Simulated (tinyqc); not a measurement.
Binding against well width: donor or exciton in a quantum well (variational effective-mass method). Computed by tinyqc, a small Python program. Command: `OMP_NUM_THREADS=1 python tinyqc.py 3027661 3027662 out.jsonl welldonor walk`. One thread of a shared host (Intel(R) Xeon(R) Processor @ 2.30GHz), about 0.04 s of CPU time with the checks.

H = -nabla^2 - 2/|r - r_i| + V(z) in effective units; trial function psi = f(z) exp(-|r - r_i|/lambda), f the ground state of the well. Mass and screening are the same in well and barrier; l = L/a* is the width in effective units. Bands are flat: no polarisation or applied field.

Inputs (values chosen for the exercise, modelled on InP): electron mass m = 0.0795 m_0; dielectric constant eps = 12.5; well width L = 4.7 nm; donor position z_i/L from the centre = 0.2.

Centre: donor. Barriers: infinite.

Constants: Ry = 13.605693123 eV; a_0 = 0.529177210903 angstrom; hbar^2/(2 m_0) = 3.80998212 eV angstrom^2.

Method:
- Ry* = Ry m/eps^2, a* = a_0 eps/m; l = L/a*.
- k = pi/l; f = cos(k z) inside and zero outside; subband energy k^2 Ry*.
- Binding E_b(lambda) = -1/lambda^2 + 4 A/(lambda B), with A = int f^2 exp(-2 s/lambda) dz, B = int f^2 exp(-2 s/lambda)(1 + 2 s/lambda) dz and s = |z - z_i|; 40 Gauss-Legendre points on each piece between the walls at z = -l/2 and l/2 and z_i.
- Each row maximises over lambda (golden section, 0.3 to 4).

a* = 8.32040 nm

Ry* = 6.92258 meV

Against width:
```
L (nm)  lambda (a*)  binding (Ry*)  binding (meV)
0.7          0.5655         3.5173         24.349
1.4          0.6179         3.1854         22.051
2.6          0.6899         2.7930         19.335
4.7          0.7841         2.3652         16.373
8.5          0.8985         1.9356         13.399
15.0         1.0059         1.5695         10.865
```

The binding is largest in the narrowest well, 3.517 Ry* at 0.70 nm, on the way to 4. In the widest well it is 1.570 Ry*. In the narrow rows the confinement energy passes real barrier heights: infinite walls and a parabolic band fail, and with real barriers the binding peaks and falls. Caution: so narrow a well has large confinement energy, where non-parabolicity and barrier penetration matter.

Extremes, crossings and ranges named in words are read from the listed rows.
